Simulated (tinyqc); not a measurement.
Worked calculation (part 1 of 2): G0W0 on RHF in the sto-3g basis, for BeH2, spin multiplicity 1. Computed by tinyqc, a small Python program that keeps every step (integrals from PySCF). Settings: charge = 0, multiplicity = 1, basis = sto-3g, method = RHF, energy threshold = 1e-10, iteration cap = 62, orthogonalisation = canonical, start = core, DIIS depth = 6. Command: `OMP_NUM_THREADS=1 python tinyqc.py 20085 20086 out.jsonl` (the two numbers bound the seeds that draw the settings). One thread of a shared host (Intel(R) Xeon(R) Processor @ 2.60GHz), about 0.09 s of CPU time with the checks. The early iterations of the SCF are left out here.

## One-electron integrals

Geometry (angstrom):
```
atom         x          y         z
Be    0.000000   0.000000  0.000000
H     0.000000   1.609000  0.120000
H     0.000000  -1.676000  0.125000
```

Basis sto-3g: exponents (1/bohr^2) and contraction coefficients of normalised primitives:
```
element  l (shell)   exponent  coefficient
Be           s (1)  30.167871     0.154329
Be           s (1)   5.495115     0.535328
Be           s (1)   1.487193     0.444635
Be           s (2)   1.314833    -0.099967
Be           s (2)   0.305539     0.399513
Be           s (2)   0.099371     0.700115
Be           p (3)   1.314833     0.155916
Be           p (3)   0.305539     0.607684
Be           p (3)   0.099371     0.391957
H            s (1)   3.425251     0.154329
H            s (1)   0.623914     0.535328
H            s (1)   0.168855     0.444635
```

Overlap, kinetic and nuclear-attraction integrals over the contracted functions; the nuclear repulsion is the sum of Za Zb / Rab.

nuclear repulsion = 2.73244312 hartree

overlap S, lower triangle:
```
           1Be 1s    1Be 2s   1Be 2px    1Be 2py   1Be 2pz     2H 1s     3H 1s
1Be 1s   1.000000
1Be 2s   0.259517  1.000000
1Be 2px  0.000000  0.000000  1.000000
1Be 2py  0.000000  0.000000  0.000000   1.000000
1Be 2pz  0.000000  0.000000  0.000000   0.000000  1.000000
2H 1s    0.038126  0.354886  0.000000   0.438144  0.032677  1.000000
3H 1s    0.032900  0.331189  0.000000  -0.415491  0.030988  0.009823  1.000000
```

kinetic energy T (hartree), lower triangle:
```
            1Be 1s    1Be 2s   1Be 2px    1Be 2py   1Be 2pz      2H 1s     3H 1s
1Be 1s    6.693975
1Be 2s   -0.033012  0.211111
1Be 2px   0.000000  0.000000  0.660592
1Be 2py   0.000000  0.000000  0.000000   0.660592
1Be 2pz   0.000000  0.000000  0.000000   0.000000  0.660592
2H 1s    -0.010747  0.033850  0.000000   0.113025  0.008429   0.760032
3H 1s    -0.009418  0.027349  0.000000  -0.097225  0.007251  -0.004415  0.760032
```

nuclear attraction V (hartree), lower triangle:
```
             1Be 1s     1Be 2s    1Be 2px    1Be 2py    1Be 2pz      2H 1s      3H 1s
1Be 1s   -15.203931
1Be 2s    -2.066073  -2.938799
1Be 2px    0.000000   0.000000  -2.864491
1Be 2py   -0.000970  -0.006766   0.000000  -3.030546
1Be 2pz   -0.001774  -0.016959   0.000000  -0.000484  -2.865415
2H 1s     -0.302069  -0.947779   0.000000  -1.139381  -0.086250  -2.696376
3H 1s     -0.260461  -0.866618   0.000000   1.056770  -0.079998  -0.031506  -2.644875
```

core Hamiltonian H = T + V (hartree), lower triangle:
```
            1Be 1s     1Be 2s    1Be 2px    1Be 2py    1Be 2pz      2H 1s      3H 1s
1Be 1s   -8.509956
1Be 2s   -2.099086  -2.727689
1Be 2px   0.000000   0.000000  -2.203899
1Be 2py  -0.000970  -0.006766   0.000000  -2.369954
1Be 2pz  -0.001774  -0.016959   0.000000  -0.000484  -2.204823
2H 1s    -0.312816  -0.913928   0.000000  -1.026357  -0.077821  -1.936344
3H 1s    -0.269878  -0.839269   0.000000   0.959545  -0.072746  -0.035922  -1.884843
```

## Two-electron integrals

Functions are numbered as in S; the eight-fold symmetry (ij|kl) = (ji|kl) = (kl|ij) leaves the list below.

Two-electron integrals (ij|kl) in chemists' order, unique and non-zero (hartree):
```
(11|11) 2.298831    (21|11) 0.392036    (21|21) 0.079539    (22|11) 0.570988
(22|21) 0.143041    (22|22) 0.417683    (31|31) 0.014607    (32|31) 0.021888
(32|32) 0.092265    (33|11) 0.569578    (33|21) 0.143083    (33|22) 0.417589
(33|33) 0.449859    (41|41) 0.014607    (42|41) 0.021888    (42|42) 0.092265
(43|43) 0.024249    (44|11) 0.569578    (44|21) 0.143083    (44|22) 0.417589
(44|33) 0.401360    (44|44) 0.449859    (51|51) 0.014607    (52|51) 0.021888
(52|52) 0.092265    (53|53) 0.024249    (54|54) 0.024249    (55|11) 0.569578
(55|21) 0.143083    (55|22) 0.417589    (55|33) 0.401360    (55|44) 0.401360
(55|55) 0.449859    (61|11) 0.056847    (61|21) 0.011527    (61|22) 0.020914
(61|33) 0.020773    (61|41) 0.001011    (61|42) 0.001915    (61|44) 0.021203
(61|51) 0.000075    (61|52) 0.000143    (61|54) 0.000032    (61|55) 0.020776
(61|61) 0.001750    (62|11) 0.156851    (62|21) 0.039970    (62|22) 0.129730
(62|33) 0.124591    (62|41) 0.005173    (62|42) 0.033516    (62|44) 0.139803
(62|51) 0.000386    (62|52) 0.002500    (62|54) 0.001135    (62|55) 0.124676
(62|61) 0.006408    (62|62) 0.063556    (63|31) 0.003408    (63|32) 0.016567
(63|43) 0.005590    (63|53) 0.000417    (63|63) 0.005333    (64|11) 0.175198
(64|21) 0.045141    (64|22) 0.153349    (64|33) 0.144318    (64|41) 0.008288
(64|42) 0.051713    (64|44) 0.171166    (64|51) 0.000364    (64|52) 0.002621
(64|54) 0.001585    (64|55) 0.144405    (64|61) 0.007511    (64|62) 0.084861
(64|64) 0.116196    (65|11) 0.013066    (65|21) 0.003367    (65|22) 0.011437
(65|33) 0.010763    (65|41) 0.000364    (65|42) 0.002621    (65|44) 0.011932
(65|51) 0.003436    (65|52) 0.016763    (65|54) 0.005677    (65|55) 0.011604
(65|61) 0.000560    (65|62) 0.006329    (65|64) 0.008268    (65|65) 0.005950
(66|11) 0.326998    (66|21) 0.084724    (66|22) 0.309370    (66|33) 0.287526
(66|41) 0.011970    (66|42) 0.102877    (66|44) 0.352394    (66|51) 0.000893
(66|52) 0.007673    (66|54) 0.004838    (66|55) 0.287887    (66|61) 0.013820
(66|62) 0.198153    (66|64) 0.279215    (66|65) 0.020824    (66|66) 0.774606
(71|11) 0.049046    (71|21) 0.009945    (71|22) 0.018045    (71|33) 0.017926
(71|41) -0.000875   (71|42) -0.001658   (71|44) 0.018290    (71|51) 0.000065
(71|52) 0.000124    (71|54) -0.000027   (71|55) 0.017929    (71|61) 0.001381
(71|62) 0.004671    (71|64) 0.005117    (71|65) 0.000413    (71|66) 0.009844
(71|71) 0.001303    (72|11) 0.142663    (72|21) 0.036389    (72|22) 0.119045
(72|33) 0.114263    (72|41) -0.004688   (72|42) -0.031019   (72|44) 0.128418
(72|51) 0.000350    (72|52) 0.002313    (72|54) -0.001056   (72|55) 0.114342
(72|61) 0.004932    (72|62) 0.028336    (72|64) 0.031118    (72|65) 0.002803
(72|66) 0.064740    (72|71) 0.005034    (72|72) 0.054911    (73|31) 0.003007
(73|32) 0.014837    (73|43) -0.005096   (73|53) 0.000380    (73|63) 0.001733
(73|73) 0.004433    (74|11) -0.162079   (74|21) -0.041780   (74|22) -0.142898
(74|33) -0.134530   (74|41) 0.007469    (74|42) 0.047717    (74|44) -0.159404
(74|51) -0.000333   (74|52) -0.002452   (74|54) 0.001475    (74|55) -0.134612
(74|61) -0.005507   (74|62) -0.031786   (74|64) -0.034263   (74|65) -0.003099
(74|66) -0.072726   (74|71) -0.005982   (74|72) -0.074217   (74|74) 0.102603
(75|11) 0.012088    (75|21) 0.003116    (75|22) 0.010658    (75|33) 0.010034
(75|41) -0.000333   (75|42) -0.002452   (75|44) 0.011129    (75|51) 0.003032
(75|52) 0.015020    (75|54) -0.005178   (75|55) 0.010800    (75|61) 0.000443
(75|62) 0.002835    (75|64) 0.003074    (75|65) 0.002007    (75|66) 0.006584
(75|71) 0.000446    (75|72) 0.005535    (75|74) -0.007322   (75|75) 0.004980
(76|11) 0.006024    (76|21) 0.001492    (76|22) 0.004247    (76|33) 0.004193
(76|41) -0.000005   (76|42) -0.000033   (76|44) 0.004344    (76|51) 0.000031
(76|52) 0.000157    (76|54) -1.63e-06   (76|55) 0.004202    (76|61) 0.000218
(76|62) 0.001339    (76|64) 0.001595    (76|65) 0.000147    (76|66) 0.003247
(76|71) 0.000189    (76|72) 0.001256    (76|74) -0.001529   (76|75) 0.000139
(76|76) 0.000044    (77|11) 0.314166    (77|21) 0.081429    (77|22) 0.299785
(77|33) 0.278986    (77|41) -0.011111   (77|42) -0.098367   (77|44) 0.340708
(77|51) 0.000829    (77|52) 0.007336    (77|54) -0.004603   (77|55) 0.279330
(77|61) 0.011000    (77|62) 0.068746    (77|64) 0.075719    (77|65) 0.006901
(77|66) 0.161086    (77|71) 0.011420    (77|72) 0.182990    (77|74) -0.260344
(77|75) 0.019417    (77|76) 0.003247    (77|77) 0.774606
```

## Orthogonalisation

S = U s U^T; canonical form X = U s^(-1/2), so that X^T S X = 1. Each column of U has its largest component positive (the first on a tie).

eigenvalues of S: 0.388698  0.474580  0.951462  1.000000  1.009223  1.568572  1.607465

X:
```
                 1          2          3         4          5          6          7
1Be 1s   -0.064943  -0.423894   0.830547  0.000000  -0.350677   0.258003   0.132539
1Be 2s    0.204618   1.028545  -0.070819  0.000000  -0.048550   0.484158   0.257792
1Be 2px   0.000000   0.000000   0.000000  1.000000   0.000000   0.000000   0.000000
1Be 2py   1.111679  -0.180771  -0.004690  0.000000   0.001536  -0.269409   0.492723
1Be 2pz   0.015768   0.076141   0.405596  0.000000   0.911369   0.034169   0.018377
2H 1s    -0.923007  -0.503743  -0.300970  0.000000   0.128627   0.122454   0.512384
3H 1s     0.662258  -0.759805  -0.317927  0.000000   0.135605   0.497799  -0.180062
```

## Starting guess

The start is the orbitals of the core Hamiltonian; D = 2 C_occ C_occ^T.

D at the start, lower triangle:
```
            1Be 1s     1Be 2s   1Be 2px    1Be 2py   1Be 2pz      2H 1s     3H 1s
1Be 1s    2.142388
1Be 2s   -0.541983   2.036056
1Be 2px   0.000000   0.000000  0.000000
1Be 2py   0.004438  -0.022713  0.000000   2.140795
1Be 2pz  -0.049401   0.201810  0.000000  -0.005131  0.020016
2H 1s    -0.006738   0.073532  0.000000  -0.073312  0.007413   0.005192
3H 1s     0.000522   0.040552  0.000000   0.100879  0.003908  -0.001894  0.005670
```

## Iteration 8 (converged): orbitals

converged F (hartree), lower triangle:
```
            1Be 1s     1Be 2s   1Be 2px    1Be 2py    1Be 2pz      2H 1s      3H 1s
1Be 1s   -4.535309
1Be 2s   -1.290692  -0.583953
1Be 2px   0.000000   0.000000  0.213221
1Be 2py   0.000048  -0.007918  0.000000  -0.118042
1Be 2pz   0.001693  -0.011024  0.000000  -0.000865   0.212136
2H 1s    -0.196143  -0.324733  0.000000  -0.294516  -0.016952  -0.220678
3H 1s    -0.169439  -0.305146  0.000000   0.284025  -0.016116  -0.007928  -0.203087
```

Diagonalise F' = X^T F X, C = X C', fill 3 alpha and 3 beta electrons from the bottom; D = 2 C_occ C_occ^T. Each column has its largest component positive (the first on a tie).

F' = X^T F X (hartree), lower triangle:
```
           1          2          3         4          5          6          7
1   0.627585
2  -0.058184   0.160050
3   0.090791   0.737308  -2.816688
4   0.000000   0.000000   0.000000  0.213221
5  -0.037330  -0.311365   1.361589  0.000000  -0.400696
6   0.009081   0.315708  -1.361451  0.000000   0.629087  -1.121363
7   0.069695   0.153687  -0.715682  0.000000   0.330782  -0.409692  -0.575769
```

orbital energies (hartree): MO1 -4.538635, MO2 -0.405727, MO3 -0.358813, MO4 0.209250, MO5 0.213221, MO6 0.328893, MO7 0.638151

coefficients C:
```
               MO1        MO2        MO3        MO4       MO5        MO6        MO7
1Be 1s    0.991927  -0.208937  -0.027680   0.050387  0.000000  -0.223115  -0.012608
1Be 2s    0.030707   0.616335   0.089508  -0.208128  0.000000   0.984947   0.075828
1Be 2px   0.000000   0.000000   0.000000   0.000000  1.000000   0.000000   0.000000
1Be 2py   0.000151   0.066151  -0.489959   0.003870  0.000000  -0.046118   1.156423
1Be 2pz  -0.000076   0.016226   0.001905   0.975441  0.000000   0.225463   0.008297
2H 1s    -0.003862   0.447090  -0.379884   0.109113  0.000000  -0.666296  -0.830834
3H 1s    -0.003791   0.329764   0.492951   0.114832  0.000000  -0.724684   0.724893
```

D after iteration 8, lower triangle:
```
            1Be 1s     1Be 2s   1Be 2px    1Be 2py   1Be 2pz      2H 1s     3H 1s
1Be 1s    2.056680
1Be 2s   -0.201588   0.777646
1Be 2px   0.000000   0.000000  0.000000
1Be 2py  -0.000220  -0.006158  0.000000   0.488871
1Be 2pz  -0.007037   0.020338  0.000000   0.000280  0.000534
2H 1s    -0.173459   0.482872  0.000000   0.431405  0.013062   0.688432
3H 1s    -0.172610   0.494502  0.000000  -0.439424  0.012581  -0.079631  0.703518
```

## Convergence

Stop when the energy changes by less than 1e-10 hartree and every element of the error matrix X^T (F D S - S D F) X is below 3e-06.

Course of the cycle:
```
iteration   E (hartree)     change  largest element of the error matrix
1          -14.69436184          -                             6.76e-01
2          -15.48721950  -7.93e-01                             3.55e-02
3          -15.48792376  -7.04e-04                             4.22e-03
4          -15.48798665  -6.29e-05                             1.07e-03
5          -15.48798988  -3.23e-06                             3.56e-05
6          -15.48798989  -6.18e-09                             1.03e-05
7          -15.48798989  -3.26e-10                             3.66e-06
8          -15.48798989  -3.19e-11                             3.95e-07
```

PySCF RHF in the same basis = -15.48798989 hartree

Converged in 8 iterations.

## Populations, bond orders and dipole

Mulliken: Z minus the diagonal of D S on the atom; Loewdin: the same with S^(1/2) D S^(1/2); Mayer order: 2 sum_s sum (D(s) S)_ij (D(s) S)_ji over the two atoms.

Charges (e):
```
atom   Mulliken    Loewdin
1Be    0.085643   0.074401
2H    -0.041845  -0.036051
3H    -0.043798  -0.038350
```

Mayer bond orders:
```
pair     order
2-1   0.988897
3-1   0.988729
3-2   0.009352
```

dipole moment about the origin, x y z (debye): 0.000000  0.029592  -0.334982

## Integrals over molecular orbitals

(pq|rs) = sum C_ip C_jq C_kr C_ls (ij|kl), one index at a time.

one-electron integrals over orbitals h = C^T H C (hartree), lower triangle:
```
           1          2          3          4          5          6          7
1  -8.498770
2   0.203544  -2.251415
3   0.027392   0.006659  -2.167073
4  -0.049530   0.034388   0.008288  -2.193528
5   0.000000   0.000000   0.000000   0.000000  -2.203899
6   0.198035  -0.252759  -0.060360  -0.056612   0.000000  -1.889701
7   0.009652  -0.051836   0.313680  -0.001304   0.000000   0.002524  -1.865079
```

Two-electron integrals over orbitals (pq|rs), unique and non-zero (hartree):
```
(11|11) 2.272133    (21|11) -0.183508   (21|21) 0.023019    (22|11) 0.450533
(22|21) -0.005047   (22|22) 0.379999    (31|11) -0.024195   (31|21) 0.002352
(31|22) -0.003633   (31|31) 0.005154    (32|11) 0.001979    (32|21) -0.001822
(32|22) -0.044308   (32|31) 0.009686    (32|32) 0.144761    (33|11) 0.407554
(33|21) -0.002652   (33|22) 0.366201    (33|31) 0.002247    (33|32) 0.036044
(33|33) 0.410665    (41|11) 0.043079    (41|21) -0.005130   (41|22) 0.002524
(41|31) -0.000726   (41|32) 0.000037    (41|33) 0.001343    (41|41) 0.016306
(42|11) -0.024974   (42|21) 0.001438    (42|22) 0.007141    (42|31) 0.000160
(42|32) -0.002319   (42|33) 0.009274    (42|41) 0.013860    (42|42) 0.047330
(43|11) -0.004809   (43|21) 0.000236    (43|22) -0.003671   (43|31) -0.000155
(43|32) 0.015259    (43|33) 0.005626    (43|41) 0.001861    (43|42) 0.004470
(43|43) 0.014948    (44|11) 0.564839    (44|21) -0.007170   (44|22) 0.347947
(44|31) -0.000897   (44|32) 0.000649    (44|33) 0.327895    (44|41) -0.005266
(44|42) -0.030111   (44|43) -0.005038   (44|44) 0.451214    (51|51) 0.015736
(52|51) 0.014744    (52|52) 0.046449    (53|51) 0.001982    (53|52) 0.004500
(53|53) 0.012377    (54|51) -0.003512   (54|52) -0.009497   (54|53) -0.001378
(54|54) 0.025598    (55|11) 0.569187    (55|21) -0.007030   (55|22) 0.349243
(55|31) -0.000899   (55|32) 0.000557    (55|33) 0.327411    (55|41) 0.001421
(55|42) -0.012536   (55|43) -0.002530   (55|44) 0.399492    (55|55) 0.449859
(61|11) -0.187927   (61|21) 0.023911    (61|22) -0.005594   (61|31) 0.003588
(61|32) 0.000488    (61|33) -0.002321   (61|41) -0.002343   (61|42) 0.004119
(61|43) 0.000557    (61|44) -0.007196   (61|55) -0.005685   (61|61) 0.025774
(62|11) 0.137585    (62|21) -0.005616   (62|22) -0.014069   (62|31) -0.000345
(62|32) 0.013574    (62|33) -0.035113   (62|41) 0.004092    (62|42) -0.005918
(62|43) -0.000174   (62|44) 0.062699    (62|55) 0.069320    (62|61) -0.004356
(62|62) 0.082122    (63|11) 0.029309    (63|21) -0.000914   (63|22) 0.024240
(63|31) -0.000107   (63|32) -0.085795   (63|33) -0.029575   (63|41) 0.000580
(63|42) -0.000280   (63|43) -0.014060   (63|44) 0.014105    (63|55) 0.015356
(63|61) -0.000767   (63|62) 0.007224    (63|63) 0.089070    (64|11) 0.022578
(64|21) 0.000235    (64|22) 0.001335    (64|31) -0.000110   (64|32) -0.001215
(64|33) -0.006768   (64|41) 0.014113    (64|42) 0.037505    (64|43) 0.005440
(64|44) 0.000120    (64|55) 0.010099    (64|61) 0.003224    (64|62) 0.024494
(64|63) 0.005669    (64|64) 0.044030    (65|51) 0.015630    (65|52) 0.044675
(65|53) 0.006793    (65|54) -0.005584   (65|65) 0.047083    (66|11) 0.457066
(66|21) -0.006487   (66|22) 0.367483    (66|31) -4.31e-07   (66|32) 0.010368
(66|33) 0.383232    (66|41) 0.008256    (66|42) 0.023913    (66|43) 0.004945
(66|44) 0.342458    (66|55) 0.348739    (66|61) -0.004705   (66|62) -0.017725
(66|63) -0.011082   (66|64) 0.013732    (66|66) 0.395307    (71|11) -0.010298
(71|21) 0.002610    (71|22) 0.004461    (71|31) -0.008832   (71|32) -0.016016
(71|33) -0.004397   (71|41) -0.000132   (71|42) 0.000145    (71|43) 0.000540
(71|44) -0.000320   (71|55) -0.000238   (71|61) 0.000617    (71|62) -0.000754
(71|63) -0.000740   (71|64) 0.000358    (71|66) -0.001739   (71|71) 0.017248
(72|11) 0.026658    (72|21) -0.000191   (72|22) -0.011499   (72|31) -0.004701
(72|32) 0.037190    (72|33) 0.005153    (72|41) 0.000203    (72|42) -0.004196
(72|43) 0.011878    (72|44) 0.012060    (72|55) 0.012493    (72|61) -0.001140
(72|62) 0.019938    (72|63) -0.059030   (72|64) 0.002369    (72|66) 0.000074
(72|71) 0.008373    (72|72) 0.059964    (73|11) -0.149514   (73|21) 0.003804
(73|22) -0.001932   (73|31) -0.000327   (73|32) -0.002323   (73|33) 0.017569
(73|41) -0.000217   (73|42) 0.016460    (73|43) 0.003837    (73|44) -0.069962
(73|55) -0.071884   (73|61) 0.003411    (73|62) -0.075803   (73|63) -0.019789
(73|64) -0.013777   (73|66) 0.017742    (73|71) 0.001548    (73|72) -0.010558
(73|73) 0.086472    (74|11) 0.000571    (74|21) -0.000301   (74|22) -0.007464
(74|31) 0.002215    (74|32) 0.026380    (74|33) 0.007299    (74|41) 0.000838
(74|42) 0.003783    (74|43) -0.009559   (74|44) -0.000585   (74|55) 0.000060
(74|61) 0.000388    (74|62) 0.003105    (74|63) -0.017641   (74|64) 0.001175
(74|66) 0.003160    (74|71) -0.003860   (74|72) 0.005901    (74|73) -0.000574
(74|74) 0.021999    (75|51) 0.000928    (75|52) 0.004436    (75|53) -0.012549
(75|54) -0.000384   (75|65) 0.001785    (75|75) 0.017118    (76|11) -0.001382
(76|21) 0.001288    (76|22) 0.037130    (76|31) -0.009001   (76|32) -0.129597
(76|33) -0.036628   (76|41) 0.000397    (76|42) 0.003132    (76|43) -0.017043
(76|44) -0.000127   (76|55) 0.000465    (76|61) -0.000738   (76|62) -0.010165
(76|63) 0.086374    (76|64) 0.002641    (76|66) -0.011935   (76|71) 0.015226
(76|72) -0.044673   (76|73) 0.000393    (76|74) -0.022986   (76|76) 0.128847
(77|11) 0.535547    (77|21) -0.006911   (77|22) 0.396069    (77|31) -0.001804
(77|32) -0.017011   (77|33) 0.401841    (77|41) 0.001400    (77|42) 0.002025
(77|43) -0.001817   (77|44) 0.374012    (77|55) 0.373087    (77|61) -0.007058
(77|62) -0.015125   (77|63) 0.009449    (77|64) -0.004519   (77|66) 0.399367
(77|71) 0.001054    (77|72) -0.006335   (77|73) -0.007256   (77|74) -0.002653
(77|76) 0.012665    (77|77) 0.444370
```
